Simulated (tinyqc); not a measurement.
What moves the results: band offset from the macroscopic average of a supercell potential. A value that a table varies takes the place of the one given here.

A model of the planar-averaged electrostatic energy of an electron in a periodic cell of N1 periods of A (L1 = N1 n1 h) and N2 periods of B (L2 = N2 n2 h), on z_j = j h: V(z) = f VA + (1 - f) VB + F t(z), VA = V1[0] + V1[1] cos(2 pi z/(n1 h)) + V1[2] cos(4 pi z/(n1 h)), VB the same with V2, n2 and z - L1. f = [tanh(z/w) - tanh((z - L1)/w) + tanh((z - L1 - L2)/w)]/2 + 1/2; t(z) = z - L1/2 in A and (L1/L2)(L1 + L2/2 - z) beyond, so that the cell is periodic.

Running mean over n points, periodic: for odd n the plain mean of the n points centred on j; for even n the n + 1 points with half weight at both ends. The macroscopic average applies the mean over n1 points and then over n2 points.

dEv = Ev(A) - Ev(B) = Ev1 - (dV + Ev2); dEc = Ec(B) - Ec(A) = Eg2 - Eg1 - dEv. The correction of a gap, c = Eg[1] - Eg[0], lowers the valence top by fv c and leaves dV, a ground-state quantity, as it is. Type I: dEv and dEc of one sign; II: opposite signs; III: no overlap of the gaps.

Parameters, chosen for this exercise (gaps near those of Si and SiO2; the results hold for these values, not for the real material): h = 0.25 angstrom (grid step); n1 = 6 (grid points per period of A); n2 = 6 (grid points per period of B); V1 = (-8.4, 2.1, -0.54) eV (mean and two harmonics of the potential in A); V2 = (-4.32, 3.66, -0.35) eV (the same in B); w = 0.36 angstrom (width of the interfaces); N1 = 5 (periods of A); N2 = 4 (periods of B); F = -0.028 eV/angstrom (slope in A from opposite charges on the two interfaces); Ev1 = 4.33 eV (valence top of bulk A above its mean potential); Eg1 = (0.62, 1.13) eV (gap of A: semi-local value, corrected value); Ev2 = -2.4 eV (valence top of bulk B above its mean potential); Eg2 = (5.75, 8.87) eV (gap of B: semi-local value, corrected value).

## How thick the regions must be

N1 = N2 = N, no slope (F = 0); dV is read at j = floor(N n1/2) and N n1 + floor(N n2/2). The exact value is V2[0] - V1[0].

Results:
```
N  L1 (angstrom)  dV (eV)  error (meV)
1           1.50   1.2939     -2786.11
2           3.00   3.8288      -251.20
3           4.50   4.0758        -4.17
4           6.00   4.0799        -0.09
5           7.50   4.0800         0.00
6           9.00   4.0800         0.00
```

The error is below 10 meV from N = 3 on. The two windows together span 3.00 angstrom and must fit between the interface tails, which fall as exp(-2 z/w); the errors at N = 2, 3 and 4 are -251.20, -4.17 and -0.09 meV.

## The choice of windows

dV read at j = 15 and 42 after means over the numbers of points listed; ripple is the spread over the five points around each.

Results:
```
windows  dV (eV)  ripple in A (meV)  ripple in B (meV)
none      10.030               3974               4983
6 only     4.080                 28                 35
7 only     3.284                348                877
7, 7       4.201                 95                119
6, 6       4.080                 28                 35
```

Which rows can be used, and how does a wrong window show?

The last row matches both periods and lies 0 meV from the value of a thick cell, V2[0] - V1[0] = 4.080 eV. Against it the raw potential errs by +5.95 eV. Within 20 meV of it lie: 6 only. A window one point too long leaves a ripple of 348 meV in A, against 28 meV in the last row (of which the slope F makes 28 meV): the ripple is the sign to look for. Rows to use, with under 30 meV of ripple in both regions once the tilt is taken off: 6 only and 6, 6. A row with a large ripple can hit the right value only by chance.

## Where the gap correction goes

dV = B - A = 4.0800 eV

fv1 and fv2 are varied.

Offsets (eV):
```
fv1  fv2    dEv    dEc
0.0  0.0  2.650  5.090
0.5  0.5  3.955  3.785
1.0  1.0  5.260  2.480
0.0  1.0  5.770  1.970
1.0  0.0  2.140  5.600
0.3  0.7  4.681  3.059
```

dEv + dEc = 7.740 eV in every row, but dEv alone spans 3.63 eV, the sum of the two corrections. A scissor on the conduction bands alone (first row) keeps the semi-local dEv; with equal shares fv the shift is fv times the difference of the corrections, +2.61 eV, against their sum of 3.63 eV: little of the error cancels even if the shares are alike.

tinyqc: `OMP_NUM_THREADS=1 python tinyqc.py 1880716 1880717 out.jsonl`; about 0.01 s, one thread, shared Intel(R) Xeon(R) Processor @ 2.30GHz.
